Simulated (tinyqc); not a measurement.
Fermi-level pinning at a metal contact (Cowley-Sze model): one step of the calculation.

Interface states of density Ds lie behind a thin layer of thickness dl. Neglecting the depletion charge, the barrier for electrons is phi = S (pM - chi) + (1 - S) E0 with S = 1/(1 + q Ds dl/(eps0 ei)); the barrier for holes is Eg - phi.

Task. Barrier. Also the charge in the states, Ds (phi - E0), and the drop across the layer, pM - chi - phi.

Values chosen for this exercise; material values close to those of silicon: band gap Eg = 1.12 eV; electron affinity chi = 4.04 eV; density of interface states Ds = 1.4e13 cm^-2 eV^-1; depth of their neutrality level below the conduction edge E0 = 0.62 eV; thickness of the interface layer dl = 0.43 nm; its relative permittivity ei = 3; metal work function pM = 5.27 eV.

Constants: q = 1.602176634e-19 C, eps0 = 8.8541878128e-14 F/cm where lengths are in cm. Results are converted to the units shown.

Find: S; phi; barrier for holes; charge in the states; drop across the layer.

Result.

S = 0.7336
phi = 1.068 eV
barrier for holes = 0.05249 eV
charge in the states = 6.265e12 cm^-2
drop across the layer = 0.1625 V

Program tinyqc, `OMP_NUM_THREADS=1 python tinyqc.py 2430011 2430012 out.jsonl`; Intel Xeon 2.30GHz, shared host, one thread, about 0.01 s.
